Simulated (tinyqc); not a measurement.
# Worked calculation: p-n heterojunction, non-linear Poisson equation by Newton steps, Boltzmann statistics

Program tinyqc, `OMP_NUM_THREADS=1 python tinyqc.py 2040165 2040166 out.jsonl`; Intel Xeon 2.30GHz, shared host, one thread, about 0.04 s. Printed values are rounded.

One dimension, material 1 (p-type) at x < 0 and material 2 (n-type) at x > 0. Band edges: Ec = -psi in material 1 and -psi + dEc in material 2, Ev = Ec - Eg. Flat quasi-Fermi levels: 0 for holes, +V for electrons. n = Nc F((EFn - Ec)/Vt), p = Nv F((Ev - EFp)/Vt), with F(eta) = exp(eta) (Boltzmann statistics); full ionisation, no interface charge, classical densities; the doping types are chosen for the exercise. The polarisation charge of real nitride interfaces, of order 1e13 cm^-2, is left out.

Values chosen for this exercise; band and dielectric values close to those of GaN and AlGaN:
```
symbol,value,unit,meaning
T,300,K,temperature
Eg1,3.42,eV,band gap of material 1
er1,9.57,,relative permittivity of material 1
Nc1,2.28e18,cm^-3,conduction-band density of states of material 1
Nv1,4.58e19,cm^-3,valence-band density of states of material 1
Eg2,3.89,eV,band gap of material 2
er2,9.05,,relative permittivity of material 2
Nc2,3.01e18,cm^-3,conduction-band density of states of material 2
Nv2,6.09e19,cm^-3,valence-band density of states of material 2
dEc,0.36,eV,conduction-band offset Ec2 - Ec1
N1,8.5e17,cm^-3,acceptor density of material 1
N2,8.5e15,cm^-3,donor density of material 2
V,0,V,bias of side 1 against side 2
```

Constants: q = 1.602176634e-19 C, kB = 1.380649e-23 J/K, Vt = kB T/q, eps0 = 8.8541878128e-14 F/cm where lengths are in cm. Results are converted to the units shown.

## Offsets and end potentials

dEv = Ev1 - Ev2 = Eg2 - Eg1 - dEc. Neutrality of the majority carriers far from the junction: Nv1 F((-psi_L - Eg1)/Vt) = N1 and Nc2 F((V + psi_R - dEc)/Vt) = N2. Total bending psi_R - psi_L.

dEv = 0.11 eV
psi_L = -3.31693 V
psi_R = 0.208258 V
psi_R - psi_L = 3.52519 V

The alignment is straddling (type I): dEc and dEv have the same sign.

## Permittivity of the intervals

| node | x (nm) |
|---|---|
| 0 | -40.5 |
| 1 | -31.2 |
| 2 | -23.2 |
| 3 | -16.5 |
| 4 | -10.7 |
| 5 | -5.87 |
| 6 | -1.75 |
| 7 | 1.75 |
| 8 | 10.3 |
| 9 | 31 |
| 10 | 81.5 |
| 11 | 204 |
| 12 | 503 |
| 13 | 1230 |

er1 or er2; the interface lies midway in its interval, which gets the series value 2 er1 er2/(er1 + er2).

| interval | eps_r |
|---|---|
| 0 | 9.57 |
| 1 | 9.57 |
| 2 | 9.57 |
| 3 | 9.57 |
| 4 | 9.57 |
| 5 | 9.57 |
| 6 | 9.30274 |
| 7 | 9.05 |
| 8 | 9.05 |
| 9 | 9.05 |
| 10 | 9.05 |
| 11 | 9.05 |
| 12 | 9.05 |

## Couplings between neighbouring nodes

a_i = eps0 eps_r/h_i for the interval from node i to i + 1, with h_i = x_(i+1) - x_i in cm.

| interval | coupling a_i (F/cm^2) |
|---|---|
| 0 | 9.11124e-7 |
| 1 | 1.05918e-6 |
| 2 | 1.26470e-6 |
| 3 | 1.46094e-6 |
| 4 | 1.75434e-6 |
| 5 | 2.05666e-6 |
| 6 | 2.35338e-6 |
| 7 | 9.37198e-7 |
| 8 | 3.87103e-7 |
| 9 | 1.58674e-7 |
| 10 | 6.54126e-8 |
| 11 | 2.67995e-8 |
| 12 | 1.10221e-8 |

## Starting potential

| node | material |
|---|---|
| 0 | 1 |
| 1 | 1 |
| 2 | 1 |
| 3 | 1 |
| 4 | 1 |
| 5 | 1 |
| 6 | 1 |
| 7 | 2 |
| 8 | 2 |
| 9 | 2 |
| 10 | 2 |
| 11 | 2 |
| 12 | 2 |
| 13 | 2 |

psi_L + (psi_R - psi_L)(1 + tanh(x/s))/2 on the inner nodes with s = 110 nm, psi_L and psi_R on the ends.

| node | psi at the start (V) |
|---|---|
| 0 | -3.31693 |
| 1 | -2.04128 |
| 2 | -1.92067 |
| 3 | -1.81676 |
| 4 | -1.72525 |
| 5 | -1.64831 |
| 6 | -1.58238 |
| 7 | -1.52630 |
| 8 | -1.38978 |
| 9 | -1.07035 |
| 10 | -0.44444 |
| 11 | 0.12396 |
| 12 | 0.20788 |
| 13 | 0.20826 |

## Iteration 1: densities, residual and Jacobian diagonal

n_i = Nc F(a_n), a_n = (V - Ec_i)/Vt; p_i = Nv F(a_p), a_p = (Ec_i - Eg)/Vt; rho_i = p_i - n_i + C_i with C = -N1 or +N2; g_i = (n_i + p_i)/Vt. Box widths w_i = (h_(i-1) + h_i)/2 in cm. Residual F_i = a_i (psi_(i+1) - psi_i) - a_(i-1) (psi_i - psi_(i-1)) + q rho_i w_i; Jacobian: a_(i-1) and a_i beside the diagonal, b_i = -a_(i-1) - a_i - q g_i w_i on it. The two end nodes are fixed.

| node | n (cm^-3) | p (cm^-3) |
|---|---|---|
| 0 | 4.32424e-38 | 8.5e17 |
| 1 | 1.16374e-16 | 3.15843e-4 |
| 2 | 1.23627e-14 | 2.97314e-6 |
| 3 | 6.88152e-13 | 5.34127e-8 |
| 4 | 2.37132e-11 | 1.55002e-9 |
| 5 | 4.65158e-10 | 7.90185e-11 |
| 6 | 5.95912e-9 | 6.16803e-12 |
| 7 | 6.16803e-14 | 1.33019e-14 |
| 8 | 1.21238e-11 | 6.76737e-17 |
| 9 | 2.81656e-6 | 2.91300e-22 |
| 10 | 92161.2 | 8.90250e-33 |
| 11 | 3.26004e14 | 2.51673e-42 |
| 12 | 8.37723e15 | 9.79399e-44 |
| 13 | 8.5e15 | 9.65253e-44 |

| node | residual F (C/cm^2) | diagonal b (F/cm^2) |
|---|---|---|
| 1 | -1.15232e-6 | -1.97031e-6 |
| 2 | -9.64387e-8 | -2.32388e-6 |
| 3 | -8.28358e-8 | -2.72564e-6 |
| 4 | -7.10869e-8 | -3.21528e-6 |
| 5 | -6.03327e-8 | -3.81100e-6 |
| 6 | -5.55109e-8 | -4.41004e-6 |
| 7 | -3.20237e-9 | -3.29057e-6 |
| 8 | -2.30784e-9 | -1.32430e-6 |
| 9 | -1.94860e-8 | -5.45777e-7 |
| 10 | -5.03553e-8 | -2.24087e-7 |
| 11 | -7.33106e-9 | -1.34792e-7 |
| 12 | -1.23595e-9 | -2.70121e-6 |

## Iteration 1: Newton step

Solve the tridiagonal system a_(i-1) d_(i-1) + b_i d_i + a_i d_(i+1) = -F_i for nodes 1 to 12, with d = 0 on fixed nodes. Half of the step is added while the largest |d| exceeds 1.5 Vt, the full step after that.

| node | Newton step d, before damping (V) |
|---|---|
| 1 | -1.66854 |
| 2 | -2.01591 |
| 3 | -2.23057 |
| 4 | -2.35970 |
| 5 | -2.42672 |
| 6 | -2.45455 |
| 7 | -2.45528 |
| 8 | -2.45370 |
| 9 | -2.44391 |
| 10 | -2.29723 |
| 11 | -1.17160 |
| 12 | -0.01208 |

| node | psi after iteration 1 (V) |
|---|---|
| 0 | -3.31693 |
| 1 | -2.87555 |
| 2 | -2.92862 |
| 3 | -2.93205 |
| 4 | -2.90510 |
| 5 | -2.86167 |
| 6 | -2.80965 |
| 7 | -2.75394 |
| 8 | -2.61662 |
| 9 | -2.29231 |
| 10 | -1.59305 |
| 11 | -0.46184 |
| 12 | 0.20184 |
| 13 | 0.20826 |

## Iteration 2: densities, residual and Jacobian diagonal

As before.

| node | n (cm^-3) | p (cm^-3) |
|---|---|---|
| 0 | 4.32424e-38 | 8.5e17 |
| 1 | 1.12395e-30 | 3.27025e10 |
| 2 | 1.44291e-31 | 2.54736e11 |
| 3 | 1.26383e-31 | 2.90830e11 |
| 4 | 3.58384e-31 | 1.02561e11 |
| 5 | 1.92339e-30 | 1.91100e10 |
| 6 | 1.43849e-29 | 2.55518e9 |
| 7 | 1.46801e-34 | 5.58898e6 |
| 8 | 2.97505e-32 | 27578.2 |
| 9 | 8.35192e-27 | 0.0982366 |
| 10 | 4.66341e-15 | 1.75937e-13 |
| 11 | 47014.5 | 1.74513e-32 |
| 12 | 6.63166e15 | 1.23719e-43 |
| 13 | 8.5e15 | 9.65253e-44 |

| node | residual F (C/cm^2) | diagonal b (F/cm^2) |
|---|---|---|
| 1 | -5.76160e-7 | -1.97031e-6 |
| 2 | -4.82193e-8 | -2.32388e-6 |
| 3 | -4.14179e-8 | -2.72564e-6 |
| 4 | -3.55435e-8 | -3.21528e-6 |
| 5 | -3.01663e-8 | -3.81100e-6 |
| 6 | -2.77554e-8 | -4.41004e-6 |
| 7 | -1.60119e-9 | -3.29057e-6 |
| 8 | -1.15392e-9 | -1.32430e-6 |
| 9 | -9.74301e-9 | -5.45777e-7 |
| 10 | -2.51777e-8 | -2.24087e-7 |
| 11 | -2.75081e-8 | -9.22120e-8 |
| 12 | -2.35940e-9 | -2.14623e-6 |

## Iteration 2: Newton step

As before.

| node | Newton step d, before damping (V) |
|---|---|
| 1 | -0.86405 |
| 2 | -1.06335 |
| 3 | -1.19214 |
| 4 | -1.27527 |
| 5 | -1.32425 |
| 6 | -1.35136 |
| 7 | -1.36325 |
| 8 | -1.39142 |
| 9 | -1.45662 |
| 10 | -1.55429 |
| 11 | -1.40630 |
| 12 | -0.01866 |

| node | psi after iteration 2 (V) |
|---|---|
| 0 | -3.31693 |
| 1 | -3.30758 |
| 2 | -3.46030 |
| 3 | -3.52812 |
| 4 | -3.54274 |
| 5 | -3.52379 |
| 6 | -3.48533 |
| 7 | -3.43556 |
| 8 | -3.31233 |
| 9 | -3.02062 |
| 10 | -2.37020 |
| 11 | -1.16499 |
| 12 | 0.19251 |
| 13 | 0.20826 |

## Course of the Newton iteration

Stop when the largest undamped |d| is below 1e-9 V, or after 80 iterations.

Course of the iteration:

| iteration | largest \|F\| (C/cm^2) | largest \|d\| (V) | at node |
|---|---|---|---|
| 1 | 1.15e-6 | 2.46 | 7 |
| 2 | 5.76e-7 | 1.55 | 10 |
| 3 | 4.50e-4 | 0.280 | 11 |
| 4 | 2.73e-4 | 0.135 | 11 |
| 5 | 1.65e-4 | 0.0614 | 11 |
| 6 | 1.00e-4 | 0.0258 | 4 |
| 7 | 3.69e-5 | 0.0258 | 4 |
| 8 | 1.36e-5 | 0.0258 | 4 |
| 9 | 4.99e-6 | 0.0258 | 4 |
| 10 | 1.83e-6 | 0.0256 | 4 |
| 11 | 6.67e-7 | 0.0248 | 4 |
| 12 | 2.35e-7 | 0.0216 | 4 |
| 13 | 7.12e-8 | 0.0134 | 4 |
| 14 | 1.29e-8 | 3.65e-3 | 4 |
| 15 | 6.49e-10 | 2.27e-4 | 5 |
| 16 | 2.01e-12 | 8.63e-7 | 6 |
| 17 | 2.20e-17 | 1.15e-11 | 6 |

Converged in 17 iterations. Once the step is below 0.1 Vt, 2 more iteration(s) reach the threshold: near the solution the error is roughly squared each time.

## Band edges, densities and displacement

| node | converged psi (V) |
|---|---|
| 0 | -3.31693 |
| 1 | -3.31689 |
| 2 | -3.31664 |
| 3 | -3.31554 |
| 4 | -3.31152 |
| 5 | -3.30039 |
| 6 | -3.27689 |
| 7 | -3.23899 |
| 8 | -3.14477 |
| 9 | -2.92182 |
| 10 | -2.40847 |
| 11 | -1.34329 |
| 12 | 0.18565 |
| 13 | 0.20826 |

Ec, Ev, n and p as defined; D = a_k (psi_(k+1) - psi_k) on the interval that holds the interface.

| node | Ec (eV) | Ev (eV) | n (cm^-3) | p (cm^-3) |
|---|---|---|---|---|
| 0 | 3.31693 | -0.10307 | 4.32424e-38 | 8.5e17 |
| 1 | 3.31689 | -0.10311 | 4.33224e-38 | 8.48432e17 |
| 2 | 3.31664 | -0.10336 | 4.37370e-38 | 8.40388e17 |
| 3 | 3.31554 | -0.10446 | 4.56403e-38 | 8.05342e17 |
| 4 | 3.31152 | -0.10848 | 5.33070e-38 | 6.89517e17 |
| 5 | 3.30039 | -0.11961 | 8.19985e-38 | 4.48253e17 |
| 6 | 3.27689 | -0.14311 | 2.03524e-37 | 1.80599e17 |
| 7 | 3.59899 | -0.29101 | 1.04288e-42 | 7.86732e14 |
| 8 | 3.50477 | -0.38523 | 3.99044e-41 | 2.05608e13 |
| 9 | 3.28182 | -0.60818 | 2.22018e-37 | 3.69550e9 |
| 10 | 2.76847 | -1.12153 | 9.33994e-29 | 8.78448 |
| 11 | 1.70329 | -2.18671 | 7.31984e-11 | 1.12088e-17 |
| 12 | 0.17435 | -3.71565 | 3.54504e15 | 2.31441e-43 |
| 13 | 0.15174 | -3.73826 | 8.5e15 | 9.65253e-44 |

D = 89.1970 nC/cm^2

## Check against the first integral

Exact first integral: on each side D^2/(2 eps0 er) = G, G = q [Vt (nI_j - nI_b) + Vt (pI_j - pI_b) - C (psi_j - psi_b)], with C = -N1 or +N2, b the neutral end of that side, and nI, pI the densities themselves. D is continuous, so er1 G1(psi_j) = er2 G2(psi_j) fixes psi_j. Ends from Nv1 F((-psi_L - Eg1)/Vt) = N1 and Nc2 F((V + psi_R - dEc)/Vt) = N2. D is counted positive when psi rises towards material 2.

psi_j = -3.26149 V
D = 86.7687 nC/cm^2
psi_j - psi_L = 0.0554465 V
psi_R - psi_j = 3.46974 V
Ec1 - EFn at the interface = 3.26149 eV
Ec2 - EFn at the interface = 3.62149 eV

Material 2 takes 98.4 % of the bending. The 14-node mesh gave D = 89.20 nC/cm^2, 2.8 % above the exact value in size.
